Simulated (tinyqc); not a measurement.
Deep-level transient spectroscopy (DLTS) of one majority-carrier trap: one step, computed by the program tinyqc.

A filling pulse loads the traps in a one-sided junction; under reverse bias they empty at the rate e, and the capacitance relaxes as C(t) = C_0 - dC exp(-e t). The signal is S = [C(t_2) - C(t_1)]/dC.

Problem. Rate window and signal. S(e) = exp(-e t_1) - exp(-e t_2) peaks at the rate window e_0 = ln(t_2/t_1)/(t_2 - t_1).

Inputs (values chosen for the exercise, with mass and screening modelled on GaSb): gate time t_1 = 0.004 s; ratio t_2/t_1 = 4; temperature T = 112 K.

Carriers: electrons. Extra term: capture barrier.

emission rate e = 2.444582e-08 1/s

Give: rate window e_0; peak height S_max; signal at T.

Solution.

rate window e_0 = 115.52 1/s

peak height S_max = 0.47247

signal at T = 2.9335e-10

At this T the trap empties slower than the window, by a factor 4.73e9: the point lies on the low-temperature side of the peak.
